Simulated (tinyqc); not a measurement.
Three-phonon processes in a diatomic chain: dispersion, energy and momentum conservation, and decay channels of optical phonons. Changing the temperature T. Computed by tinyqc, a small Python program. Command: `OMP_NUM_THREADS=1 python tinyqc.py 3121173 3121174 out.jsonl threeph sweep`. One thread of a shared host (Intel(R) Xeon(R) Processor @ 2.30GHz), about 0.01 s of CPU time with the checks.

Cell length a, two atoms, one spring constant. x = q a/pi runs from -1 to 1; A and O are the acoustic and optical branches. Matrix elements are not computed: only conservation laws and occupation factors are followed.

Inputs (values chosen for the exercise, for a model chain): light mass m = 31 u; heavy mass M = 31.9 u; spring constant k = 9.3 eV/angstrom^2; zero-temperature width Gamma_0 = 2.8 1/cm.

Constants: nu for 1 eV/(angstrom^2 u) = 15.6333042 THz; h x 1 THz = 4.135667696 meV; k_B = 8.617333262e-05 eV/K; c = 299792458 m/s.

Method:
- omega^2 = k (1/m + 1/M) -/+ k sqrt((1/m + 1/M)^2 - 4 sin^2(pi x/2)/(m M)); nu = 15.6333042 THz x sqrt(omega^2) for eV/(angstrom^2 u).
- Acoustic top sqrt(2 k/M), optical bottom sqrt(2 k/m), optical top sqrt(2 k (1/m + 1/M)).
- O(0) -> A(x) + A(-x) needs nu_A(x) = nu_O(0)/2, which gives sin^2(pi x/2) = (3/16)(m + M)^2/(m M). Full width at half maximum Gamma = Gamma_0 (1 + 2 n), n = 1/(exp(h nu_A/(k_B T)) - 1); lifetime = 1/(2 pi c Gamma).

One run for each value:
```
temperature T (K)  width Gamma (1/cm)  occupation n  lifetime (ps)
20                               2.80     1.379e-09          1.896
33                               2.80     4.266e-06          1.896
56                               2.80     6.853e-04          1.893
93                               2.87     1.259e-02          1.849
150                              3.19     7.050e-02          1.662
260                              4.27     2.629e-01          1.243
430                              6.34     6.317e-01          0.838
720                             10.14     1.312e+00          0.523
1200                            16.63     2.469e+00          0.319
```

What does the table show, and why?

Over the rows, width Gamma (1/cm) rises from 2.80 to 16.6; occupation n rises from 1.38e-9 to 2.47 (exponent d ln y / d ln x 16 between the first rows and 1.2 between the last); lifetime (ps) falls from 1.90 to 0.319. At the high end the exponent of width Gamma is 0.97, close to 1: the classical limit, n = k_B T/(h nu). At the low end the exponent of width Gamma is 0.00, close to 0: spontaneous decay alone.

Extremes, crossings and ranges named in words are read from the listed rows.
